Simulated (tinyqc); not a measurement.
Worked calculation: Jacobi rotations on a symmetric matrix. One step of it, computed by the program tinyqc.

Task: Jacobi rotation 3. Take the largest off-diagonal element A_pq; tan 2 theta = 2 A_pq / (A_qq - A_pp) with |theta| <= pi/4; A' = J^T A J with J_pp = J_qq = cos, J_pq = sin, J_qp = -sin.

A':
```
           1          2          3         4          5
1   0.257000  -0.303070  -0.473000  0.081964  -0.457190
2  -0.303070  -0.167753   0.553256  0.000000   0.117362
3  -0.473000   0.553256   2.179000  0.487537   0.965142
4   0.081964   0.000000   0.487537  2.780088   0.259963
5  -0.457190   0.117362   0.965142  0.259963   4.877665
```

Give: p, q, theta; A'.

Result:

p, q, theta (rad): 3.000  5.000  0.310

A':
```
        1       2       3      4       5
1   0.257  -0.303  -0.311  0.082  -0.580
2  -0.303  -0.168   0.491  0.000   0.281
3  -0.311   0.491   1.869  0.385   0.000
4   0.082   0.000   0.385  2.780   0.396
5  -0.580   0.281   0.000  0.396   5.187
```
